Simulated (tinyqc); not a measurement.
Trap density and cross-section from triangular pulses.

Inverse problem. In charge pumping, for a flat interface trap density D0 and a symmetric triangular wave, Qcp = -2 q A D0 Vt ln[vth s ni (dV/Va)/(2 f)], with s the geometric mean cross-section. Find D0, the frequency f0 where the line meets zero, and s.

Values chosen for this exercise: temperature T = 200 K; gate area A = 0.15 um^2; thermal velocity at 200 K, one nominal value for electrons and holes vth = 1.4e7 cm/s; Vth - Vfb dV = 0.77 V; pulse height Va = 2 V.

Constants: q = 1.602176634e-19 C, kB = 1.380649e-23 J/K, Vt = kB T/q. Results are converted to the units shown.

Qcp at f = 20000 and 5e5 Hz (fC): 0.0022242061  0.0026508433
ni = 1.5247735e5 cm^-3

Answer. Qcp is linear in ln f: the slope gives D0 and the zero gives s = 2 f0 Va/(vth ni dV).

D0 = 1.60e10 cm^-2 eV^-1
f0 = 0.00103 Hz
s = 2.51e-15 cm^2

Numbers from tinyqc (`OMP_NUM_THREADS=1 python tinyqc.py 2030083 2030084 out.jsonl`; about 0.01 s on one thread of a shared Intel Xeon 2.30GHz).
